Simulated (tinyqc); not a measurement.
Single-junction solar cell, detailed-balance limit: one step of the calculation.

Every photon above the gap Eg makes one pair and none below is absorbed; carriers thermalise at T and move without loss. Jsc = q fs X Phi(Eg, Ts); the dark current is J0 = q ge Phi(Eg, T)/ERE with the Boltzmann factor exp(V/Vt). The efficiency is the electrical power over fs X sigma Ts^4.

Problem. Maximum power point by substitution. v = Vmp/Vt solves (1 + v) exp(v) = 1 + Jsc/J0; v(new) = ln[(1 + Jsc/J0)/(1 + v)].

v after iteration 1 = 87.919888
Jsc = 14165.299 mA/cm^2
J0 = 9.2918765e-35 mA/cm^2

Wanted: v after iteration 2.

Solution.

v after iteration 2 = 83.432

Numbers from tinyqc (`OMP_NUM_THREADS=1 python tinyqc.py 2820033 2820034 out.jsonl`; about 0.01 s on one thread of a shared Intel Xeon 2.30GHz).
